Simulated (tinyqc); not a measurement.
Photoconductance decay in a wafer: bulk and surface recombination modes, and iron detection by pair splitting: one step, computed by the program tinyqc. Command: `OMP_NUM_THREADS=1 python tinyqc.py 3110333 3110334 out.jsonl pcd walk`. One thread of a shared host (Intel(R) Xeon(R) Processor @ 2.30GHz), about 0.01 s of CPU time with the checks.

Both faces of the wafer have the same S; injection is low and all coefficients are constant. x runs from -W/2 to W/2.

Task: Decay rates of the even modes. Even modes cos(a x) obey b tan b = S W/(2 D) with b = a W/2, odd modes sin(a x) obey -b cot b = S W/(2 D); each decays at the rate 1/tau_b + D a^2.

Inputs (values chosen for the exercise, modelled on p-type silicon):
```
quantity                          value         unit
thickness W                         725   micrometre
diffusivity D                      32.2       cm^2/s
bulk lifetime tau_b without iron     17  microsecond
surface recombination velocity S   1200         cm/s
```

Give: the table «The first four even modes: b, surface rate and decay time» with the columns b_n, surface rate D a^2 (1/s), decay time (microsecond), for n = 0, 1, 2, 3.

Result:

The first four even modes: b, surface rate and decay time:
```
n     b_n  surface rate D a^2 (1/s)  decay time (microsecond)
0  0.9553                2.2362e+04                    12.317
1  3.5091                3.0174e+05                     2.773
2  6.4885                1.0316e+06                     0.917
3  9.5651                2.2419e+06                     0.435
```
